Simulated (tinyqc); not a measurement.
Leakage through a gate insulator: direct, Fowler-Nordheim, trap-assisted and Poole-Frenkel currents: one step, computed by the program tinyqc. Command: `OMP_NUM_THREADS=1 python tinyqc.py 3011989 3011990 out.jsonl oxideleak walk`. One thread of a shared host (Intel(R) Xeon(R) Processor @ 2.30GHz), about 0.01 s of CPU time with the checks.

Electrons enter from the cathode Fermi level at x = 0; the conduction band of the insulator lies phi_b - e F x above it, F = V/t. WKB exponents use a parabolic band with mass m.

Question. One trap at several depths. For a level a distance phi(x) below the band, the WKB exponent is 2 int kappa dx with kappa = sqrt(m phi/(hbar^2/2m_0)); for a linear barrier from phi_1 down to phi_2 = max(phi_1 - e F d, 0) it is G = (4/3) sqrt(m/(hbar^2/2m_0)) (phi_1^(3/2) - phi_2^(3/2))/(e F). A trap at depth x lies phi_t below the band. Capture: tunnel at the cathode Fermi level from 0 to x (G_in from phi_1 = phi_b), rate nu_0 exp(-G_in - E_c/k_B T) with E_c = E_a + max(phi_b - phi_t - e F x, 0), the last term being the height of the trap above the cathode Fermi level. Emission: tunnel from the trap level to the anode (G_out from phi_1 = phi_t over t - x), rate nu_0 exp(-G_out - E_a/k_B T). Re-emission to the cathode follows from detailed balance, rate_back = rate_in exp(dE/k_B T) with dE = phi_b - phi_t - e F x. Each trap passes R = rate_in rate_out/(rate_in + rate_back + rate_out) electrons per second; filling from the anode is left out. Depths: t times 0.08, 0.2, 0.32, 0.44, 0.56, 0.68, 0.8 and 0.92, rounded to 0.01 nm.

Inputs (values chosen for the exercise, with an insulator like HfO2):
```
quantity                        value  unit
thickness t                       1.8    nm
barrier phi_b                    1.44    eV
tunnelling mass m                0.21   m_0
voltage across the insulator V   0.88     V
trap depth phi_t                    1    eV
attempt rate nu_0               5e+12   1/s
activation of capture E_a        0.28    eV
temperature T                     300     K
```

Constants: k_B = 8.617333262e-05 eV/K; hbar^2/(2 m_0) = 3.80998212 eV angstrom^2.

Give: Rates.

Answer.

Rates:
```
x (nm)   G_in  G_out  E_c (eV)  rate in (1/s)  rate back (1/s)  rate out (1/s)    R (1/s)
0.14    0.779  5.879    0.6516      2.599e+01        4.536e+07       2.766e+05  1.575e-01
0.36    1.965  5.372    0.5440      5.090e+02        1.386e+07       4.595e+05  1.633e+01
0.58    3.101  4.761    0.4364      1.047e+04        4.449e+06       8.459e+05  1.670e+03
0.79    4.138  4.097    0.3338      1.971e+05        1.578e+06       1.644e+06  9.478e+04
1.01    5.171  3.324    0.2800      5.617e+05        7.016e+04       3.561e+06  4.771e+05
1.22    6.103  2.520    0.2800      2.210e+05        5.204e+02       7.957e+06  2.151e+05
1.44    7.021  1.614    0.2800      8.828e+04        3.242e+00       1.970e+07  8.789e+04
1.66    7.874  0.646    0.2800      3.762e+04        2.156e-02       5.184e+07  3.759e+04
```

The most effective of these traps sits at 1.01 nm, 56 % of the way; where rate back exceeds rate out, re-emission drains the trap, and elsewhere the slower forward step limits R; the best depth is near where rate in and rate out cross.
